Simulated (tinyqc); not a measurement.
Bowing of the band edge from disorder: coherent potential approximation for a binary alloy with a semi-elliptic band.

Site levels eA = -x d (share 1 - x) and eB = (1 - x) d (share x), so that their mean, the virtual crystal, is 0. Pure band: G0(z) = 2 (z - sqrt(z - W) sqrt(z + W))/W^2 with principal roots, density -Im G/pi per site. The medium has a self-energy S(z), G = G0(z - S), z = E + i eta. t_i = (e_i - S)/(1 - (e_i - S) G); the CPA demands <t> = (1 - x) tA + x tB = 0. Iteration: start at S = 0, set S(new) = S + <t>/(1 + <t> G), stop when |<t>| < 1e-9 eV.

Inputs chosen for the exercise: W = 1.7 eV (half width of the pure band); d = 1.02 eV (eB - eA).

For eta = 0 the CPA reads G = (1 - x)/(y - eA) + x/(y - eB) with y = E - W^2 G/4; the lower edge is the maximum of E(y) = y + W^2 G(y)/4 for y < eA. The virtual crystal puts it at -W. Second order: -W - 2 x (1 - x) d^2/W, from S = x (1 - x) d^2 G0(-W), G0(-W) = -2/W.

Lower edge (eV):
```
x,edge,edge + W,second order,(edge + W)/(x (1 - x))
0.05,-1.7275,-0.0275,-0.0581,-0.5784
0.10,-1.7542,-0.0542,-0.1102,-0.6025
0.25,-1.8295,-0.1295,-0.2295,-0.6905
0.40,-1.8953,-0.1953,-0.2938,-0.8135
0.50,-1.9320,-0.2320,-0.3060,-0.9282
0.60,-1.9611,-0.2611,-0.2938,-1.0879
0.75,-1.9825,-0.2825,-0.2295,-1.5065
0.90,-1.9486,-0.2486,-0.1102,-2.7618
0.95,-1.9040,-0.2040,-0.0581,-4.2937
```

second-order coefficient = -1.2240 eV

Disorder pushes the edge below the virtual crystal, most at x = 0.75 (-282 meV). The coefficient runs from -0.578 at x = 0.05 to -4.294 eV at 0.95, against -1.224 in second order, which is only a guide at d/W = 0.60: it depends strongly on x and is largest in size where the low-lying A atoms are dilute and act as attractive impurities. For d above W/2 they bind a level, and the ratio then measures that level rather than bowing.

tinyqc: `OMP_NUM_THREADS=1 python tinyqc.py 1451592 1451593 out.jsonl`; about 0.01 s, one thread, shared Intel(R) Xeon(R) Processor @ 2.30GHz.
